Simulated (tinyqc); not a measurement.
# Stress from a rosette of three resistors

Question. In the (001) plane dR/R(0) = p11 sxx + p12 syy, dR/R(90) = p12 sxx + p11 syy and dR/R(45) = (p11 + p12)(sxx + syy)/2 + p44 sxy. Find the three stresses.

Parameters, values chosen for the exercise: piezoresistive coefficient p11 = 6.98 x 1e-11/Pa; piezoresistive coefficient p12 = -1.03 x 1e-11/Pa; piezoresistive coefficient p44 = 141 x 1e-11/Pa.

dR/R at 0, 45 and 90 degrees (%): [-1.5853700, 7.8126250, 0.00862]

Answer. The first and third give sxx and syy; the 45-degree value less their mean is p44 sxy.

sxx = -232 MPa
syy = -33.0 MPa
sxy = 61.0 MPa

Program tinyqc, `OMP_NUM_THREADS=1 python tinyqc.py 2530146 2530147 out.jsonl`; Intel Xeon 2.30GHz, shared host, one thread, about 0.01 s.
